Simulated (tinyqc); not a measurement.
Interdiffusion in a binary couple: Darken equations, Kirkendall shift and Boltzmann-Matano analysis. Changing the regular-solution parameter W. Computed by tinyqc, a small Python program. Command: `OMP_NUM_THREADS=1 python tinyqc.py 3031985 3031986 out.jsonl darken sweep`. One thread of a shared host (Intel(R) Xeon(R) Processor @ 2.30GHz), about 0.2 s of CPU time with the checks.

x is the mole fraction of B; the molar volume is constant, and the two halves are long enough to count as infinite.

Inputs (values chosen for the exercise, for a model alloy A-B):
```
quantity                            value   unit
tracer diffusivity D*_A(0)        3.9e-15  m^2/s
tracer diffusivity D*_B(0)        5.9e-15  m^2/s
slope k of ln D* with x               2.1      -
temperature T                        1010      K
left composition x_L                0.034      -
right composition x_R                0.48      -
time t                               7200      s
composition x for the local step    0.093      -
```

Vacancy-wind correction: none.

Constants: k_B = 8.617333262e-05 eV/K.

Method:
- D*_i(x) = D*_i(0) exp(k x); thermodynamic factor Phi = 1 - 2 W x (1 - x)/(k_B T); intrinsic D_i = D*_i Phi; interdiffusion D~ = x D_A + (1 - x) D_B.
- With lambda = z/sqrt(t), the profile solves d/dlambda (D~ dx/dlambda) + (lambda/2) dx/dlambda = 0 with x = x_L and x_R far to the left and right; z = 0 is the original interface. It is solved as a boundary-value problem in y = lambda/sqrt(D~ at the mean composition) on -12 < y < 12 (collocation, tolerance 1e-8).
- Read from the profile: the position z(x), the area -int_(x_L)^x z dx and the slope.
- Lattice planes move with v = (D_B - D_A) dx/dz; markers from the original interface stay at one composition, where z_K = 2 t v.

One run for each value; columns: (1) regular-solution parameter W (eV); (2) thermodynamic factor Phi; (3) interdiffusion coefficient D~ at the local x (m^2/s); (4) marker position z_K (um); (5) slope dx/dz at the local x (1/um):
```
(1)       (2)         (3)     (4)       (5)
-0.25  1.4846  1.0312e-14  1.1239  0.008940
-0.20  1.3877  9.6392e-15  1.0632  0.009158
-0.15  1.2907  8.9660e-15  0.9989  0.009388
-0.10  1.1938  8.2928e-15  0.9300  0.009627
-0.05  1.0969  7.6196e-15  0.8556  0.009872
0.00   1.0000  6.9464e-15  0.7742  0.010117
0.05   0.9031  6.2732e-15  0.6831  0.010344
0.10   0.8062  5.5999e-15  0.5781  0.010516
```

Over the rows, thermodynamic factor Phi falls from 1.48 to 0.806; interdiffusion coefficient D~ at the local x (m^2/s) falls from 1.03e-14 to 5.60e-15; marker position z_K (um) falls from 1.12 to 0.578. Phi is linear in W and would vanish at this composition for W = 0.516 eV, the spinodal. Left out: 0.150, 0.200 (Phi falls below 0.15 or turns negative within the couple, near or inside the spinodal).
